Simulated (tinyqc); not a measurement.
Harmonic frequencies on the RHF/6-31g surface (energies and gradients from PySCF), for H3+, spin multiplicity 1, step by step. One step of it, computed by the program tinyqc.

Question. Normal modes. Diagonalise H_ij / sqrt(m_i m_j); the 6 smallest eigenvalues belong to translations and rotations; wavenumber = sqrt(eigenvalue / 1822.888) x 219474.63; each mode has its largest component positive (the first on a tie); zero-point energy = sum of wavenumbers / 2, with 349.755 1/cm per kcal/mol. A mass of 2.014 u marks deuterium.

Hessian (symmetrised) (hartree/bohr^2):
```
             1Hx          1Hy          1Hz          2Hx          2Hy          2Hz          3Hx          3Hy
1Hx   0.00030725  -0.00152054  -0.00816049  -0.00027738   0.00147986   0.00768551  -0.00002980   0.00004067
1Hy  -0.00152054   0.17952960   0.08981926   0.00027002  -0.01200078  -0.00998523   0.00124960  -0.16752875
1Hz  -0.00816049   0.08981926   0.22565611   0.00732557  -0.03979535  -0.19052615   0.00083373  -0.05002381
2Hx  -0.00027738   0.00027002   0.00732557   0.00051847   0.00429675  -0.01177688  -0.00024113  -0.00456677
2Hy   0.00147986  -0.01200078  -0.03979535   0.00429675   0.13646628  -0.06477612  -0.00577719  -0.12446549
2Hz   0.00768551  -0.00998523  -0.19052615  -0.01177688  -0.06477612   0.26852786   0.00409277   0.07476124
3Hx  -0.00002980   0.00124960   0.00083373  -0.00024113  -0.00577719   0.00409277   0.00027091   0.00452759
3Hy   0.00004067  -0.16752875  -0.05002381  -0.00456677  -0.12446549   0.07476124   0.00452759   0.29199417
3Hz   0.00047498  -0.07983400  -0.03512991   0.00445131   0.10457149  -0.07800173  -0.00492650  -0.02473748

             3Hz
1Hx   0.00047498
1Hy  -0.07983400
1Hz  -0.03512991
2Hx   0.00445131
2Hy   0.10457149
2Hz  -0.07800173
3Hx  -0.00492650
3Hy  -0.02473748
3Hz   0.11313160
```

masses (u): 1H 1.007825, 2H 2.014102, 3H 2.014102

Give: eigenvalues of the mass-weighted Hessian; harmonic wavenumbers of the vibrations; mass-weighted modes; zero-point energy.

Answer.

eigenvalues of the mass-weighted Hessian (hartree/(bohr^2 u)): [0.0000, 0.0000, 0.0000, 0.0000, 0.0000, 0.0000, 0.1902, 0.2184, 0.3965]

harmonic wavenumbers of the vibrations (1/cm): [2241.6, 2402.1, 3236.7]

mass-weighted modes, order 1Hx, 1Hy, 1Hz, 2Hx, 2Hy, 2Hz, 3Hx, 3Hy, 3Hz:
$$\begin{pmatrix}
0.0084 & 0.0244 & -0.0207 \\
-0.2092 & 0.5588 & 0.5063 \\
-0.2684 & -0.4324 & 0.6536 \\
0.0196 & -0.0194 & 0.0166 \\
0.5904 & 0.0685 & 0.0334 \\
-0.3055 & 0.4945 & -0.3960 \\
-0.0256 & 0.0021 & -0.0020 \\
-0.4424 & -0.4637 & -0.3916 \\
0.4954 & -0.1886 & -0.0663
\end{pmatrix}$$

zero-point energy = 11.2656 kcal/mol
